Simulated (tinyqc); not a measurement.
Thin film modes against wave vector: bulk, surface, particle and sheet plasmons.

Zero temperature, parabolic band: kF = (3 pi^2 n)^(1/3), EF = c kF^2/m, Ep^2 = 8 pi c e2 n/(m eb), qTF^2 = 6 pi e2 n/(eb EF), c = hbar^2/2m0, e2 = e^2/(4 pi eps0), n in 1/angstrom^3 (1e-24 per 1/cm^3).

Constants: hbar^2/2m0 = 3.80998211 eV angstrom^2; e^2/(4 pi eps0) = 14.39964547 eV angstrom.

Parameters, chosen for this exercise (mass and background constant near those of GaN; polar phonons, which mix with the plasmon in the real crystal, and the rise of the mass with filling are left out; shifted at random, so the results belong to these values and not to a real crystal): n = 3e+19 1/cm^3 (electron density); m = 0.195 m0 (mass); eb = 5.39 (background dielectric constant); ed = 2.1 (dielectric constant of the surroundings); d = 100 angstrom (film thickness).

Drude medium eps = eb (1 - Ep^2/E^2), no retardation. A film of thickness d has modes eps = -ed coth(q d/2) (lower) and eps = -ed tanh(q d/2) (upper); a sheet with ns = n d has E^2 = 4 pi c e2 ns q/(m ed). One surface: eps = -ed; small sphere: eps = -2 ed.

Modes (meV):
```
q d    q (1/angstrom)  lower  upper  sheet
0.020        0.000200  31.38  198.0  31.78
0.050        0.000500  48.71  197.4  50.25
0.20          0.00200  89.54  194.6  100.5
0.50          0.00500  123.3  189.5  158.9
1.0            0.0100  146.1  182.6  224.7
2.0            0.0200  161.4  174.2  317.8
4.0            0.0400  167.4  169.1  449.5
8.0            0.0800  168.3  168.3  635.7
```

Give the missing row, q d = 0.10.

Computed row:
```
q d   q (1/angstrom)  lower  upper  sheet
0.10         0.00100  66.88  196.5  71.07
```

bulk, surface, sphere (meV): 198.4  168.3  148.7

At small q d the lower mode tends to the sheet law sqrt(q) (within 5 % up to q d = 0.05 of the values listed) and the upper one starts near the bulk value. At q d = 8 the two are 0.032 meV apart around the surface value 168.3 meV. Retardation, left out here, matters where q is below about three times sqrt(ed) E/(hbar c), hbar c = 1973.27 eV angstrom: that holds for 0 of the rows (from the top) for the lower mode and 1 for the upper one. From q d = 8 on q exceeds half of kF = 0.0961 1/angstrom, where a local dielectric function has failed; it does so earlier, once hbar vF q nears the mode energy.

Program tinyqc; command `OMP_NUM_THREADS=1 python tinyqc.py 1650801 1650802 out.jsonl`; about 0.01 s on one thread of a shared Intel(R) Xeon(R) Processor @ 2.30GHz.
